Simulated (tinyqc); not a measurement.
Worked calculation: anisotropic elasticity and sound waves of a cubic crystal. Computed by tinyqc, a small Python program that keeps every step. Command: `OMP_NUM_THREADS=1 python tinyqc.py 3004498 3004499 out.jsonl cubicelastic walk`. One thread of a shared host (Intel(R) Xeon(R) Processor @ 2.30GHz), about 0.01 s of CPU time with the checks. Intermediate numbers are printed to about 7 digits and carried at full precision; extremes and crossings named in words are read from the listed rows.

Voigt order 1..6 = xx, yy, zz, yz, xz, xy, with engineering shear strains. The rotated frame has x' as named, z' along the wafer normal and y' = z' x x'.

Inputs (values chosen for the exercise, modelled on nickel):
```
quantity,value,unit
C11,242.7,GPa
C12,151.8,GPa
C44,121.1,GPa
density rho,8.948,g/cm^3
expansion coefficient of the film,14,ppm/K
expansion coefficient of the substrate,4.2,ppm/K
cooling Delta T,380,K
```

Frame: (113) wafer, x' along [1-10].

wave normal (not normalised): [3, 1.5, 2.2]

## Compliances and anisotropy

S11 = (C11 + C12)/D, S12 = -C12/D, D = (C11 - C12)(C11 + 2 C12), S44 = 1/C44. Zener ratio A = 2 C44/(C11 - C12); S0 = S11 - S12 - S44/2; H = 2 C44 + C12 - C11.

S11 = 7.944232 1/TPa

S12 = -3.056868 1/TPa

S44 = 8.257638 1/TPa

Zener ratio A = 2.664466

S0 = 6.872281 1/TPa

H = 151.3 GPa

## Stiffness in the rotated frame

direction cosines a (rows x', y', z' in the cube axes):
```
,x,y,z
x',0.7071068,-0.7071068,0.0000000
y',0.6396021,0.6396021,-0.4264014
z',0.3015113,0.3015113,0.9045340
```

C'_ijkl = C12 delta_ij delta_kl + C44 (delta_ik delta_jl + delta_il delta_jk) - H sum_m a_im a_jm a_km a_lm.

C' (GPa):
```
,1,2,3,4,5,6
1,318.3500,89.9045,138.0455,-29.1778,0.0000,0.0000
2,89.9045,338.3566,118.0388,-13.2626,0.0000,0.0000
3,138.0455,118.0388,290.2157,42.4404,0.0000,0.0000
4,-29.1778,-13.2626,42.4404,87.3388,0.0000,0.0000
5,0.0000,0.0000,0.0000,0.0000,107.3455,-29.1778
6,0.0000,0.0000,0.0000,0.0000,-29.1778,59.2045
```

Normal stress couples to shear strain in this frame.

## Moduli along the axes of the frame

Invert C' to S'. E along x' = 1/S'11, along y' = 1/S'22; Poisson ratios nu(x'y') = -S'12/S'11 and nu(x'z') = -S'13/S'11; in-plane shear modulus 1/S'66.

E along x' = 221.8234 GPa

E along y' = 277.8271 GPa

nu(x'y') = 0.05445328

nu(x'z') = 0.5394999

in-plane shear modulus = 51.27367 GPa

E differs between x' and y' by -20.2 %.

## Thermal stress in a film with this orientation

On cooling, a thick substrate imposes eps_1 = eps_2 = (alpha_film - alpha_substrate) Delta T and eps_6 = 0; the free surface sets sigma_3 = sigma_4 = sigma_5 = 0, which fixes eps_3, eps_4, eps_5. Biaxial modulus M = (sigma_1 + sigma_2)/(2 eps); energy density M eps^2. Elastic response and constant coefficients are assumed.

in-plane strain = 3.724 per mille

elastic strain along the normal = -3.822277 per mille

stress along x' = 885.6984 MPa

stress along y' = 1095.034 MPa

biaxial modulus M = 265.9415 GPa

energy density = 3.688123 MJ/m^3

The film ends in tension. Caution: the thermal stress of this film exceeds 200 MPa, which can relax by slip, cracking or buckling in a real film.

## Sound waves along the wave normal

In the cube axes, with unit normal n: G_ij = (C12 + C44) n_i n_j + (C44 - H n_i^2) delta_ij, eigenvalues rho v^2, eigenvectors u (columns, largest component positive). Group velocity V_i = [(C12 + C44)(u.n) u_i + C44 n_i - H u_i^2 n_i]/(rho v); its angle to n has cosine v/|V|.

Christoffel matrix (GPa):
```
,x,y,z
x,189.1174,76.3238,111.9416
y,76.3238,138.1044,55.9708
z,111.9416,55.9708,157.6782
```

phase velocities (m/s): [2564.104, 3237.146, 6094.025]

polarisations:
```
,slow,fast,longitudinal
x,0.7016257,-0.1894418,0.6869011
y,-0.1907969,0.8788585,0.4372690
z,-0.6865259,-0.4378578,0.5804848
```

group speeds (m/s): [2812.364, 3674.007, 6139.284]

angles between V and n (degree): [24.25509, 28.22537, 6.96147]

Energy flows off the wave normal by up to 28.2 degrees, for the fast transverse wave.

## Polycrystal bounds against single-crystal directions

B = (C11 + 2 C12)/3; Voigt G = (C11 - C12 + 3 C44)/5; Reuss G = 5/(4 (S11 - S12) + 3 S44); Hill is their mean; E = 9BG/(3B + G), nu = (3B - 2G)/(6B + 2G). Along <hkl>, with g = 0, 1/4, 1/3: 1/E = S11 - 2 S0 g; for a film with that normal C33 = C11 + 2 H g and M = [6B - (3B - C33) - (3B - C33)^2/C33]/2.

bulk modulus B = 182.1 GPa

Averages:
```
average,G (GPa),E (GPa),nu
Voigt,90.84000,233.6656,0.2861381
Reuss,72.69839,192.4809,0.3238322
Hill,81.76919,213.3707,0.3047129
```

Directions:
```
direction,E (GPa),biaxial modulus M (GPa)
<100>,125.8775,204.6093
<110>,221.8234,350.7148
<111>,297.3791,385.1184
```

The bounds on G differ by 25 %, while E varies by a factor 2.36 with direction; with A above 1 the stiffest axis is <111>. Under a fixed mismatch strain, grains with a <100> normal store the least energy.

Checks made by the program: E along x' against 1/E = S11 - 2 S0 (l^2 m^2 + m^2 n^2 + n^2 l^2) (relative difference below 1e-10).
